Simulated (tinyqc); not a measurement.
Poole-Frenkel parameters from three currents.

Inverse problem. Poole-Frenkel conduction in an insulator follows J = s0 F exp[-(pt - sqrt(q F/(pi eps0 ei)))/Vt], Vt = kB T/q, F in V/cm. Find ei, pt and s0.

Constants: q = 1.602176634e-19 C, kB = 1.380649e-23 J/K, eps0 = 8.8541878128e-14 F/cm where lengths are in cm. Results are converted to the units shown.

J at (1.12 MV/cm, 325 K), (4.5 MV/cm, 325 K) and (4.5 MV/cm, 375 K) (A/cm^2): 4.7806531e-11  2.1412591e-4  0.0028242241

Answer. The two fields give the lowering coefficient and so ei; the two temperatures give the lowered barrier, to which the lowering is added back.

ei = 4.28
pt = 1.32 eV
s0 = 0.0120 S/cm

Program tinyqc, `OMP_NUM_THREADS=1 python tinyqc.py 2370147 2370148 out.jsonl`; Intel Xeon 2.30GHz, shared host, one thread, about 0.01 s.
